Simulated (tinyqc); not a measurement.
Electron-beam lithography: double-Gaussian proximity function, edge placement and dose correction for parallel lines. Inputs raised by 2 %, one at a time. Computed by tinyqc, a small Python program. Command: `OMP_NUM_THREADS=1 python tinyqc.py 3112039 3112040 out.jsonl proximity sens`. One thread of a shared host (Intel(R) Xeon(R) Processor @ 2.30GHz), about 0.01 s of CPU time with the checks.

Lines are infinitely long. Absorbed energy is counted so that the middle of a very large area written at dose 1 receives 1; the resist develops where it exceeds 1/2.

Inputs (values chosen for the exercise, of the order of those for 50 keV electrons in resist on silicon): forward range alpha = 0.026 micrometre; backscatter range beta = 9.6 micrometre; backscatter ratio eta = 1.1; base dose D0 = 64 microcoulomb/cm^2; beam current = 0.53 nA; pixel size = 4 nm; width of the test line = 0.042 micrometre; pattern density around the test line = 0.6.

line widths (micrometre): [2.7, 0.063, 0.11, 0.047, 0.044]

gaps between the lines (micrometre): [0.12, 0.08, 2.4, 0.15]

Constants: e = 1.602176634e-19 C.

Method:
- The first line starts at x = 0; each next one starts after the width and the gap.
- f(r) = [exp(-r^2/alpha^2)/alpha^2 + eta exp(-r^2/beta^2)/beta^2]/(pi (1 + eta)). A line from a to b at dose d gives E(x) = d [S(alpha) + eta S(beta)]/(1 + eta), S(s) = [erf((b - x)/s) - erf((a - x)/s)]/2.
- M_ij is the mean of E at the two edges of line i from line j at dose 1.
- Uncorrected edge energies are M 1. Solve M d = 1/2 for the doses d that put the mean edge energy of every line at the threshold.
- A test line of width w << beta in surroundings of density rho, all at dose d: near its edge E(x) = d [S + eta rho]/(1 + eta), S = [erf((b - x)/alpha) - erf((a - x)/alpha)]/2 for edges a and b, the second term being the background energy. Dose to size d_s = (1 + eta)/(erf(w/alpha) + 2 eta rho), dose = d_s D0; edge slope d [1 - exp(-w^2/alpha^2)]/(sqrt(pi) alpha (1 + eta)); width change per 1 % of dose = 2 x 0.01 x (1/2)/slope.
- With dose = d_s D0: electrons per pixel N = dose x pixel area/e; relative noise 1/sqrt(N); time per cm^2 of pattern area = dose x density/current; pixel rate = current/(dose x pixel area).

Runs:
```
input moved                            from       to  dose to size d_s  largest over smallest dose  writing time per cm^2 (h)  shot noise (%)
base run                                  -        -            0.9140                       1.073                      18.39           13.08
forward range alpha (micrometre)      0.026  0.02652            0.9151                       1.076                      18.42           13.08
backscatter range beta (micrometre)     9.6    9.792            0.9140                       1.070                      18.39           13.08
backscatter ratio eta                   1.1    1.122            0.9131                       1.074                      18.38           13.09
width of the test line (micrometre)   0.042  0.04284            0.9130                       1.073                      18.37           13.09
pattern density around the test line    0.6    0.612            0.9036                       1.073                      18.55           13.16
base dose D0 (microcoulomb/cm^2)         64    65.28            0.9140                       1.073                      18.76           12.96
beam current (nA)                      0.53   0.5406            0.9140                       1.073                      18.03           13.08
```

Exponents ln(y'/y) / ln(x'/x):
```
input                                 dose to size d_s  largest over smallest dose  writing time per cm^2  shot noise
forward range alpha                              0.061                       0.108                  0.061      -0.030
backscatter range beta                           0.000                      -0.142                  0.000       0.000
backscatter ratio eta                           -0.051                       0.053                 -0.051       0.025
width of the test line                          -0.056                       0.000                 -0.056       0.028
pattern density around the test line            -0.577                       0.000                  0.423       0.288
base dose D0                                     0.000                       0.000                  1.000      -0.500
beam current                                     0.000                       0.000                 -1.000       0.000
```

Which inputs matter most for each result?

Among the inputs moved here: dose to size d_s answers most in size to pattern density around the test line (exponent -0.577), next to forward range alpha (+0.061); its exponent is below 0.0005 for backscatter range beta, base dose D0, beam current. Largest over smallest dose answers most in size to backscatter range beta (exponent -0.142), next to forward range alpha (+0.108); its exponent is below 0.0005 for width of the test line, pattern density around the test line, base dose D0, beam current. Writing time per cm^2 answers most in size to beam current (exponent -1.000), and about equally to base dose D0 (+1.000); its exponent is below 0.0005 for backscatter range beta. Shot noise answers most in size to base dose D0 (exponent -0.500), next to pattern density around the test line (+0.288); its exponent is below 0.0005 for backscatter range beta, beam current.

Extremes, crossings and ranges named in words are read from the listed rows.
